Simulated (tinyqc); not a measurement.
What each parameter does: localisation in a chain with random site energies (transfer matrices).

Hopping -t; leads with site energy 0, E = -2t cos(ka). psi_(j+1) = ((e_j - E)/t) psi_j - psi_(j-1), a product of matrices M_j = [[(e_j - E)/t, -1], [1, 0]]. For M = M_N ... M_1 the transmission is T = 4 sin^2(ka)/|M21 - M12 + M22 exp(ika) - M11 exp(-ika)|^2. Long samples draw e_j = W (x_j/2147483647 - 1/2) from x_j = 16807 x_(j-1) mod 2147483647, starting at x0. The localisation length xi, in sites, is defined by ln T = -2N/xi on average; weak disorder gives xi = 24 (4t^2 - E^2)/W^2, and the mean free path for backscattering is xi/2.

Numerical xi = N/ln sqrt(psi_(N+1)^2 + psi_N^2) for N = 20000 sites from psi_1 = 1, psi_0 = 0; its statistical error is about xi sqrt(xi/N).

Parameters, chosen for this exercise: t = 1.97 eV (hopping); E = -1.81 eV (energy); W = 5.16 eV (full width of the disorder); x0 = 7307 (start of the number sequence).

Numerical and weak-disorder xi.

One parameter was then changed.

Results before and after:
```
case     numerical xi (sites)  weak-disorder xi (sites)
base                    10.88                     11.04
changed                 10.37                     11.04
```

Which of these changes was made? (a) W = 6.192 eV; (b) x0 = 7308; (c) E = -1.27 eV; (d) t = 2.265 eV.
Answer: (b) x0 = 7308. Of the candidates, run in turn, only this one gives the changed row.

All candidates:
```
case          numerical xi (sites)  weak-disorder xi (sites)
base                         10.88                     11.04
t = 2.265 eV                 14.99                     15.54
E = -1.27 eV                 12.53                     12.54
W = 6.192 eV                  7.57                      7.67
x0 = 7308                    10.37                     11.04
```

A new x0 is another sample of the same disorder; its shift is one draw of the statistical scatter, about xi sqrt(xi/N); the other rows share one sample, so their errors are correlated.

Computed by tinyqc, a small Python program: `OMP_NUM_THREADS=1 python tinyqc.py 1481063 1481064 out.jsonl` (the numbers bound the seed that draws the inputs); one thread of a shared host (Intel(R) Xeon(R) Processor @ 2.30GHz), about 0.04 s for the whole set of steps.
